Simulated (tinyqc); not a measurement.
Resistance of a tapered via with liner, size effect and interface: two steps of the calculation.

A round via whose diameter grows from db at the bottom as D(z) = db + 2 z/tan(ang). The fill, of diameter D - 2 tl, starts above the bottom liner (thickness fb tl) and has rho = rho0 (1 + ks lam/(D - 2 tl)); the sidewall liner conducts in parallel with it. The bottom liner and the interface are crossed over the full area pi db^2/4. Spreading in the lines above and below is left out.

Inputs (values chosen for the exercise); fill metal close to tungsten: diameter at the bottom db = 8.5 nm; height hv = 32 nm; sidewall angle ang = 88 degrees; bulk resistivity of the fill rho0 = 5.41 uohm cm; mean free path of the fill lam = 15.3 nm; size-effect factor ks = 1.2; liner on the sidewall tl = 1.7 nm; liner at the bottom over that on the sidewall fb = 0.7; resistivity of the liner rl = 360 uohm cm; interface resistivity at the bottom ri = 1.3e-12 ohm cm^2; ballistic conductance per area, about 3/(4 rho0 lam) Sb = 9.1e14 S/m^2.

Task 1. Slices of the via. Slices between z0 = fb tl and hv, evaluated at their midpoints: conductance per length pi/4 [(D - 2 tl)^2/rho + (D^2 - (D - 2 tl)^2)/rl], slice resistance = slice height over that. 6 slices.

Give: z; D; rho; slice resistance.

Result 1.

```
slice  z (nm)  D (nm)  rho (uohm cm)  slice resistance (ohm)
0      3.7575  8.7624         23.933                  48.978
1      8.8925  9.1211         22.772                  41.446
2      14.027  9.4797         21.748                  35.407
3      19.163  9.8383         20.838                  30.509
4      24.297  10.197         20.024                  26.494
5      29.433  10.556         19.291                  23.172
```

Task 2. Total resistance. R_fill = sum of the slices; R_bottom = rl fb tl/(pi db^2/4); R_interface = ri/(pi db^2/4); ballistic (Sharvin) limit 1/(Sb pi (db - 2 tl)^2/4); ideal cylinder rho0 hv/(pi db^2/4).

slice resistance, slice 0 to 5 (ohm): 48.977569  41.445594  35.406504  30.508602  26.494323  23.172432

Find: parts; R; shares; ballistic limit; ideal cylinder.

Result 2.

parts (ohm): fill 206.0, bottom liner 75.50, interface 2.291
R = 283.8 ohm
shares (%): fill 72.59, bottom liner 26.60, interface 0.81
ballistic limit = 53.79 ohm
ideal cylinder = 30.51 ohm

The fill is the largest part, and R is 9.30 times the ideal cylinder. With 2000 slices R = 284.07 ohm.

Program tinyqc, `OMP_NUM_THREADS=1 python tinyqc.py 2750196 2750197 out.jsonl`; Intel Xeon 2.30GHz, shared host, one thread, about 0.01 s.
